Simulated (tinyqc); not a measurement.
Worked calculation: electron mobility of a polar semiconductor by Rode's iterative solution of the Boltzmann equation. Computed by tinyqc, a small Python program that keeps every step. Command: `OMP_NUM_THREADS=1 python tinyqc.py 3022007 3022008 out.jsonl rode walk`. One thread of a shared host (Intel(R) Xeon(R) Processor @ 2.30GHz), about 0.01 s of CPU time with the checks. Intermediate numbers are printed to about 6 digits and carried at full precision; extremes and crossings named in words are read from the listed rows.

The distribution is f(E) + e F l(E) (-df/dE) cos(theta) for a weak field F, theta counted from the force; l(E) is a mean free path. Elastic processes enter by their momentum rate, polar optical phonons by out- and in-scattering terms. One valley only: where upper valleys lie close, measured mobilities are lower. The density n is prescribed, even where a narrow-gap material would have more intrinsic carriers.

Inputs (values chosen for the exercise, for a model polar semiconductor):

| quantity | value | unit |
|---|---|---|
| effective mass m | 0.045 | m_0 |
| non-parabolicity alpha | 0.86 | 1/eV |
| static permittivity eps_s | 17.1 | - |
| high-frequency permittivity eps_inf | 13 | - |
| density rho | 5940 | kg/m^3 |
| sound velocity v_l | 6330 | m/s |
| acoustic deformation potential D_A | 8.2 | eV |
| optical phonon energy hbar w | 46 | meV |
| electron density n | 2.6e+15 | 1/cm^3 |
| compensation ratio C | 0.41 | - |
| temperature T | 500 | K |
| grid points per phonon energy s | 8 | - |
| iteration cap | 200 | - |

Band: Kane. Elastic processes: acoustic, impurity.

Constants: k_B = 8.617333262e-05 eV/K; m_0 = 9.1093837015e-31 kg; e = 1.602176634e-19 C; hbar = 1.054571817e-34 J s; eps_0 = 8.8541878128e-12 F/m; k_B = 1.380649e-23 J/K; hbar = 6.582119569e-16 eV s.

## Fermi level and screening

Kane band: hbar^2 k^2/(2 m) = E (1 + alpha E), speed v = hbar k/(m (1 + 2 alpha E)), states per spin, volume and energy g(E) = m k (1 + 2 alpha E)/(2 pi^2 hbar^2); overlap factors are set to 1. Masses are multiplied by m_0 and all formulas are in SI units. The reduced Fermi level eta = E_F/(k_B T) solves n = 2 Z int g f dE with f = 1/(1 + exp(x - eta)) (Z = 1 unless valleys are given); screening length L_s = sqrt(eps_s eps_0 k_B T/(e^2 dn/deta)), dn/deta = 2 Z int g f (1 - f) dE. Integrals over x = E/(k_B T) use 160 Gauss-Legendre points in u = sqrt(x) from 0 to sqrt(max(eta, 0) + 32). N_I = n (1 + C)/(1 - C).

reduced Fermi level eta = -5.42197

screening length L_s = 125.233 nm

ionised impurity density N_I = 6.21356e+15 1/cm^3

## Rates on one ladder of the grid

Phonon occupation N_q = 1/(exp(hbar w/(k_B T)) - 1). Acoustic deformation potential (elastic, equipartition, absorption and emission together): 1/tau = 2 pi k_B T D_A^2 g(E)/(hbar rho v_l^2). Singly charged impurities, momentum relaxation: 1/tau = N_I e^4 m (1 + 2 alpha E) Phi/(8 pi (eps_s eps_0)^2 hbar^3 k^3), with alpha = 0 for a parabolic band. Brooks-Herring: Phi = ln(1 + b) - b/(1 + b), b = 4 k^2 L_s^2. Polar optical, unscreened: W = e^2 w (1/eps_inf - 1/eps_s) m (1 + 2 alpha E') ln|(k + k')/(k - k')| / (4 pi eps_0 hbar^2 k), times N_q for absorption (E' = E + hbar w) and N_q + 1 for emission (E' = E - hbar w > 0), with alpha = 0 for a parabolic band; mean cosine of the angle <cos> = (k^2 + k'^2)/(2 k k') - 1/ln|(k + k')/(k - k')|. Energy grid E_j = (j + 1/2) hbar w/s, j = 0, 1, ..., up to (max(eta, 0) + 18) k_B T, so that E_j +/- hbar w are grid points; l = 0 beyond the grid; integrals are sums times the spacing. With f' = f(E'): out-scattering S_o = sum over absorption and emission of W (1 - f')/(1 - f); nu = sum of elastic rates; the in-scattering weights are c+ = W_abs <cos> (1 - f')/(1 - f) for E' = E + hbar w and c- likewise for emission.

Points j = s/2, s/2 + s, ... (the first seven rungs, or as many as the grid holds), rates in 1e12/s:

| E (meV) | v (m/s) | nu | S_o | c+ | c- |
|---|---|---|---|---|---|
| 25.875 | 4.35340e+05 | 0.412055 | 4.9420 | 1.99503 | 0.00000 |
| 71.875 | 6.87402e+05 | 0.266688 | 12.5020 | 2.52420 | 3.16537 |
| 117.875 | 8.37575e+05 | 0.302975 | 14.2078 | 2.70328 | 5.25280 |
| 163.875 | 9.43112e+05 | 0.361700 | 14.6660 | 2.79788 | 6.14484 |
| 209.875 | 1.02253e+06 | 0.428885 | 14.8721 | 2.86114 | 6.65727 |
| 255.875 | 1.08475e+06 | 0.501507 | 15.0041 | 2.91003 | 7.00564 |
| 301.875 | 1.13483e+06 | 0.578654 | 15.1114 | 2.95134 | 7.26933 |

Points one phonon energy apart are coupled only to each other, so the grid falls into s independent ladders.

## The first two iterations on one ladder of the grid

Iteration: l_new(E) = [v(E) + c+ l(E + hbar w) + c- l(E - hbar w)]/(nu + S_o), from l = 0.

l after iteration 1 (nm): 81.3106  53.8351  57.7210  62.7582  66.8280  69.9583  72.3277

l after iteration 2 (all rungs but the last shown) (nm): 101.371  85.403  88.901  98.803  107.215  113.726

In-scattering lengthens l on the lowest rung by 24.7 % and on the second by 58.6 % in this step.

## The whole iteration

mu = e sum g v l f (1 - f) / (3 k_B T sum g f) over the grid; stop when mu changes by less than 1e-8 of itself.

Course of the iteration:

| iteration | mu (cm^2/(V s)) | relative change |
|---|---|---|
| 1 | 3097.93 | 1.00000e+00 |
| 2 | 4457.42 | 3.04994e-01 |
| 3 | 5154.72 | 1.35274e-01 |
| 4 | 5494.27 | 6.17994e-02 |
| 5 | 5673.21 | 3.15420e-02 |
| 6 | 5763.70 | 1.56991e-02 |
| 7 | 5812.20 | 8.34479e-03 |
| ... | ... | ... |
| 25 | 5866.70 | 1.76762e-07 |
| 26 | 5866.70 | 9.93850e-08 |
| 27 | 5866.70 | 5.68867e-08 |
| 28 | 5866.70 | 3.21273e-08 |
| 29 | 5866.70 | 1.84471e-08 |
| 30 | 5866.70 | 1.04599e-08 |
| 31 | 5866.70 | 6.02309e-09 |

mobility mu = 5866.70 cm^2/(V s)

iterations = 31

Converged in 31 iterations; mu rises at every step, from 3098 to 5867, since each step returns more of the forward-scattered current.

## Approximations against the iterative solution

Self-energy RTA: l = v/(nu + S_o), the first iteration. Momentum RTA: l = v/(nu + S_o - c+ v(E + hbar w)/v - c- v(E - hbar w)/v), listed only where the denominator is positive on the whole grid. The polar-only value solves the same system with nu = 0; the elastic value takes l = v/nu.

Mobilities:

| method | mu (cm^2/(V s)) | deviation (%) |
|---|---|---|
| iterative solution | 5867 | 0.00 |
| self-energy RTA | 3098 | -47.19 |
| momentum RTA | 6583 | 12.21 |
| polar phonons alone, exact | 6326 | 7.83 |
| elastic processes alone | 102456 | 1646.40 |
| Matthiessen's rule on the last two | 5958 | 1.56 |

self-energy RTA mobility = 3097.93 cm^2/(V s)

polar-phonon mobility = 6326.13 cm^2/(V s)

elastic mobility = 102456 cm^2/(V s)

error of the self-energy RTA = -47.1946 %

The self-energy RTA is 47.2 % low: it counts every polar event as a full loss of current, though forward events keep part of it. Here hbar w/k_B T = 1.07. Matthiessen's rule is 1.6 % high. The momentum RTA deviates by +12.2 %.

Checks made by the program: iterated mobility against a direct solution of the banded linear system (relative difference 8e-09).
